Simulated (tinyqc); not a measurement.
Worked calculation: collinear exchange A + BC -> AB + C on a London-Eyring-Polanyi-Sato surface: saddle, string of images and rate. Computed by tinyqc, a small Python program that keeps every step. Command: `OMP_NUM_THREADS=1 python tinyqc.py 3112879 3112880 out.jsonl leps walk`. One thread of a shared host (Intel(R) Xeon(R) Processor @ 2.30GHz), about 0.6 s of CPU time with the checks. Intermediate numbers are printed to about 7 digits and carried at full precision; extremes and crossings named in words are read from the listed rows.

x = r(AB), y = r(BC), r(AC) = x + y. V is counted from separated atoms, the barrier from A + BC, that is V + D(BC).

Inputs (values chosen for the exercise, bond data loosely for abstraction of hydrogen from a Si-H bond by a hydrogen atom; the barrier is not fitted):
```
quantity            value           unit
D(AB)                4.72             eV
r0(AB)              0.742       angstrom
beta(AB)             1.94     1/angstrom
D(BC)                 4.1             eV
r0(BC)               1.48       angstrom
beta(BC)             1.52     1/angstrom
D(AC)                4.08             eV
r0(AC)               1.48       angstrom
beta(AC)             1.52     1/angstrom
Sato parameter S     0.03              -
step of the string    0.2  angstrom^2/eV
```

## One point of the surface

For each pair, with u = exp(-beta (r - r0)): Q = D [(3 + S) u^2 - (2 + 6 S) u]/(4 (1 + S)), J = D [(1 + 3 S) u^2 - (6 + 2 S) u]/(4 (1 + S)); V = Q1 + Q2 + Q3 - sqrt(((J1 - J2)^2 + (J2 - J3)^2 + (J3 - J1)^2)/2). Take x = r0(AB) + 0.3 and y = r0(BC) + 0.1 angstrom.

Pair terms:
```
pair          u      Q (eV)     J (eV)
AB    0.5587797  -0.3116901  -3.489442
BC    0.8589883   0.3613612  -4.379836
AC    0.1762521  -0.2872867  -1.024186
```

V = -3.248485 eV

## Relaxing the string

String of 9 images between the fixed ends (r0(AB) + 2, r0(BC)) and (r0(AB), r0(BC) + 2), started on the two straight legs through (r0(AB) + 0.3, r0(BC) + 0.3): each iteration moves the inner images by -step x gradient (central differences) and spaces them evenly again along the broken line (coordinates are kept between 0.2 and 8 angstrom); stop when no coordinate changes by more than 1e-5 angstrom, at most 400 iterations.

Course:
```
iteration  highest inner image above A + BC (eV)  largest move (angstrom)
1                                       10.76055                 0.627935
2                                        3.57870                 7.735935
3                                        3.58762                 2.960964
4                                        3.49596                 0.756768
5                                        3.35580                 0.385727
6                                        3.14719                 1.098799
7                                        2.88907                 0.801068
...                                          ...                      ...
394                                      3.06989                 0.786747
395                                      2.72984                 0.783013
396                                      2.30562                 0.598225
397                                      2.24062                 1.078890
398                                      3.00946                 1.526437
399                                      1.80688                 0.614450
400                                      3.44273                 2.114039
```

Images at the end:
```
image  x (angstrom)  y (angstrom)  V + D(BC) (eV)
0          2.742000      1.480000        0.034753
1          4.156426      2.677013        2.879945
2          5.502652      1.535269        0.026895
3          4.587959      3.111640        3.442734
4          2.981066      2.156580        1.707645
5          2.283070      1.482745        0.082610
6          3.925809      2.381615        2.284323
7          2.538885      2.952966        3.279415
8          0.742000      3.480000       -0.562799
```

last move = 2.114039 angstrom

Not converged in 400 iterations: the residual falls unevenly, on average by a factor of about 0.86 a step. The step exceeds 2/k = 0.056 angstrom^2/eV for the stiffer bond (k = 2 D beta^2), the limit of plain descent.

Reruns converge with step of the string = 0.01; or with step of the string = 0.02.

Checks made by the program: V for A far away against -D(BC) (relative difference below 1e-10).
